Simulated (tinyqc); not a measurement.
Polytypes and stacking faults of a tetrahedral semiconductor in an axial Ising model with couplings up to third neighbours. From E(6H) - E(3C) back to J2. Computed by tinyqc, a small Python program. Command: `OMP_NUM_THREADS=1 python tinyqc.py 3018961 3018962 out.jsonl polytype inv`. One thread of a shared host (Intel(R) Xeon(R) Processor @ 2.30GHz), about 0.02 s of CPU time with the checks.

Each double layer has s = +1 or -1 for the sense of its stacking step; E per pair of atoms = E0 - sum_n J_n <s_i s_(i+n)>, n = 1, 2, 3. Hexagonality h = (1 - <s_i s_(i+1)>)/2.

Inputs (values chosen for the exercise, of the order of those of ZnS for J, a, G and the gaps):
```
quantity   value      unit
J1          1.81  meV/pair
J3          0.05  meV/pair
gap of 3C   3.72        eV
gap of 4H    3.8        eV
```

correlations of the repeat units 3C (+), 2H (+-), 4H (++--), 6H (+++---), 15R (+++--), 8H (++++----), 21R (++++---), 9R (++-):
```
         n = 1      n = 2      n = 3
3C    1.000000   1.000000   1.000000
2H   -1.000000   1.000000  -1.000000
4H    0.000000  -1.000000   0.000000
6H    0.333333  -0.333333  -1.000000
15R   0.200000  -0.600000  -0.600000
8H    0.500000   0.000000  -0.500000
21R   0.428571  -0.142857  -0.714286
9R   -0.333333  -0.333333   1.000000
```

Method. E - E(3C) = sum_n J_n (1 - C_n), C_n = <s_i s_(i+n)>. The gap is taken linear in h between 3C (h = 0) and 4H (h = 1/2), a rough rule, with a dash beyond.

Question. A run gave the result below. Find the J2, known to lie between -0.12 and -0.049 meV/pair.

E(6H) - E(3C) = 1.189973 meV/pair

Answer.

Each step takes the trial c = (a f_b - b f_a)/(f_b - f_a), f being the result less the target; c replaces end b, the old b replaces a if the sign of f changed, and otherwise f_a is halved.

Scan of the range:
```
J2 (meV/pair)  E(6H) - E(3C) (meV/pair)
-0.1200                         1.14667
-0.1080                         1.16267
-0.0963                         1.17827
-0.0845                         1.19400
-0.0727                         1.20973
-0.0608                         1.22560
-0.0490                         1.24133
```

False position (Illinois rule) inside the bracket:
```
step    end a    end b       trial  E(6H) - E(3C) (meV/pair)
1     -0.0963  -0.0845  -0.0875203                  1.189973
```

E(6H) - E(3C) rises at every point of a 13-point scan of the range (every second point is shown), so one value fits; it is bracketed by -0.0963 and -0.0845. The scan shows a straight line, so linear interpolation between any two rows gives the answer at once. Answer: J2 = -0.08752 meV/pair.
